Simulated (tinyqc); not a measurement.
Resistance of a source-drain extension with a graded tip: two steps of the calculation.

y runs along the channel, the gate covers y > 0. The doping is N0 for y < y0 and N0 10^(-(y - y0)/la) beyond, uniform over the depth xj. Sheet conductance s(y) = q mu(N) max(N - Nch, 0) xj + (for y > 0) ma Cox Vo, with mu(N) = u0 + (u1 - u0)/(1 + (N/Nr)^au) and Cox = eps0 eox/tox. Current is taken as one-dimensional; depletion of the tip, spreading and the contact are left out. The metallurgical junction lies at yj, where N = Nch.

Values chosen for this exercise; mobility law close to that of electrons in silicon:
- eox = 3.9 (relative permittivity of the gate insulator (close to silicon dioxide))
- tox = 1.5 nm (insulator thickness)
- N0 = 8.4e19 cm^-3 (active doping of the extension far from the gate)
- la = 4.6 nm/decade (lateral abruptness)
- y0 = 4.7 nm (position under the gate where the fall begins (gate edge at 0))
- xj = 9 nm (depth of the extension)
- Nch = 6e17 cm^-3 (channel doping)
- Vo = 0.65 V (gate overdrive)
- ma = 240 cm^2/(V s) (mobility of the gate-induced layer)
- u1 = 1414 cm^2/(V s) (mobility at low doping)
- u0 = 68.5 cm^2/(V s) (mobility at high doping)
- Nr = 9.2e16 cm^-3 (reference doping)
- au = 0.711 (exponent)
- Lg = 45 nm (gate length)

Constants: q = 1.602176634e-19 C, eps0 = 8.8541878128e-14 F/cm where lengths are in cm. Results are converted to the units shown.

Problem 1. Sheet resistances and junction position. yj = y0 + la log10(N0/Nch); sheet resistance of the full extension 1/[q mu(N0)(N0 - Nch) xj] and of the gate-induced layer 1/(ma Cox Vo); metallurgical length Lg - 2 yj; ye is where the doped and the gate-induced conductances are equal.

Give: yj; sheet resistance of the extension; sheet resistance of the induced layer; metallurgical length; ye; N at ye.

Solution 1.

yj = 14.57 nm
sheet resistance of the extension = 1053 ohm/square
sheet resistance of the induced layer = 2785 ohm/square
metallurgical length = 15.86 nm
ye = 6.902 nm
N at ye = 2.789e19 cm^-3

The gate takes over 7.67 nm before the junction, where N is still 46.5 times the channel doping.

Problem 2. Resistance of the overlapped part. Midpoint rule on 8 equal steps from 0 to yj: R_ov = sum h/s(y), per width.

Wanted: y; N; doped conductance; sheet resistance; R_ov.

Solution 2.

```
point   y (nm)  N (cm^-3)  doped conductance (uS)  sheet resistance (ohm/square)
0      0.91076  8.4000e19                  949.87                         763.94
1       2.7323  8.4000e19                  949.87                         763.94
2       4.5538  8.4000e19                  949.87                         763.94
3       6.3753  3.6314e19                  450.17                         1235.6
4       8.1969  1.4591e19                  210.24                         1756.3
5       10.018  5.8629e18                  102.58                         2165.9
6       11.840  2.3557e18                  48.223                         2454.9
7       13.661  9.4655e17                  14.189                         2678.7
```

R_ov = 22.921 ohm um

Computed by the program tinyqc: `OMP_NUM_THREADS=1 python tinyqc.py 2282218 2282219 out.jsonl`, one thread of a shared Intel Xeon 2.30GHz, about 0.03 s for the whole run.
